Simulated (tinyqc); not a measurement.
# Ferroelectric switching, Landau-Khalatnikov equation: effects of single changes

One domain: rho dP/dt = E - (2 al P + 4 be P^3), with al = -3 sqrt(3) Ec/(4 Pr), be = 3 sqrt(3) Ec/(8 Pr^3), so that the static loop has remanence Pr and coercive field Ec. With P in uC/cm^2, E in kV/cm, rho in ohm m and t in ns, dP/dt = [E - 2 al P - 4 be P^3]/(100 rho).

Inputs (values chosen for the exercise); remanent polarisation and coercive field close to those of doped hafnium oxide films:
- Pr = 15 uC/cm^2 (remanent polarisation)
- Ec = 1000 kV/cm (static coercive field)
- rho = 2.1 ohm m (viscosity of the polarisation)
- Em = 2400 kV/cm (field amplitude)

Each table varies one quantity; the others keep the values above.

## Switching time against field

In the constant field E = Em the time to go from -Pr to 0 is the integral of dP/(dP/dt); tau = 100 rho/(-4 al). Near Ec the bottleneck estimate is pi 100 rho/sqrt(c (Em - Ec)) with c = 12 be Pr/sqrt(3); for large fields the time tends to 100 rho Pr/Em.

Results:

| Em (kV/cm) | Em/Ec | time (ns) | time/tau | bottleneck estimate (ns) | large-field limit (ns) |
|---|---|---|---|---|---|
| 1010 | 1.010 | 44.11 | 72.76 | 46.65 | 3.119 |
| 1020 | 1.020 | 30.43 | 50.20 | 32.99 | 3.088 |
| 1050 | 1.050 | 18.29 | 30.17 | 20.86 | 3.000 |
| 1130 | 1.130 | 10.37 | 17.11 | 12.94 | 2.788 |
| 1820 | 1.820 | 2.867 | 4.729 | 5.152 | 1.731 |
| 3070 | 3.070 | 1.321 | 2.179 | 3.242 | 1.026 |
| 6260 | 6.260 | 0.5631 | 0.9288 | 2.034 | 0.5032 |
| 14400 | 14.40 | 0.2292 | 0.3781 | 1.274 | 0.2188 |

Estimate the missing row, Em = 1320 kV/cm.

Computed row:

| Em (kV/cm) | Em/Ec | time (ns) | time/tau | bottleneck estimate (ns) | large-field limit (ns) |
|---|---|---|---|---|---|
| 1320 | 1.320 | 5.752 | 9.489 | 8.247 | 2.386 |

With this row back in the table: The switching time falls from 44.1 to 0.229 ns. Against Em - Ec it goes with exponent -0.54 between the first two rows (-1/2 at a saddle-node bottleneck) and -0.96 between the last two. The bottleneck estimate is 5.8 % above the time in the first row, the large-field limit 4.6 % below it in the last. For Em = 6260 to 14400 kV/cm the field passes 6 MV/cm, near or beyond dielectric breakdown.

## Coercive field against sweep rate

The field rises as E = 4 Em t/Tp (the first quarter of a triangular wave of period Tp) from P = -Pr; the dynamic coercive field Ed is E when P crosses zero.

Results:

| Tp (ns) | dE/dt (kV/(cm ns)) | Ed (kV/cm) | Ed/Ec - 1 |
|---|---|---|---|
| 23 | 417.4 | 2297 | 1.297 |
| 50 | 192.0 | 1822 | 0.8217 |
| 110 | 87.27 | 1512 | 0.5120 |
| 230 | 41.74 | 1326 | 0.3261 |
| 480 | 20.00 | 1206 | 0.2062 |
| 1000 | 9.600 | 1130 | 0.1295 |
| 2200 | 4.364 | 1078 | 0.07808 |
| 10000 | 0.9600 | 1029 | 0.02911 |

Estimate the missing row, Tp = 4700 ns.

Computed row:

| Tp (ns) | dE/dt (kV/(cm ns)) | Ed (kV/cm) | Ed/Ec - 1 |
|---|---|---|---|
| 4700 | 2.043 | 1048 | 0.04770 |

With this row back in the table: As the period grows, Ed falls from 2300 to 1030 kV/cm, towards the static Ec = 1000 kV/cm. The excess Ed/Ec - 1 goes as Tp^(-0.59) between the first two rows and as Tp^(-0.65) between the last two; slow passage through a saddle-node point gives -2/3.

Numbers from tinyqc (`OMP_NUM_THREADS=1 python tinyqc.py 2860133 2860134 out.jsonl`; about 0.1 s on one thread of a shared Intel Xeon 2.30GHz).
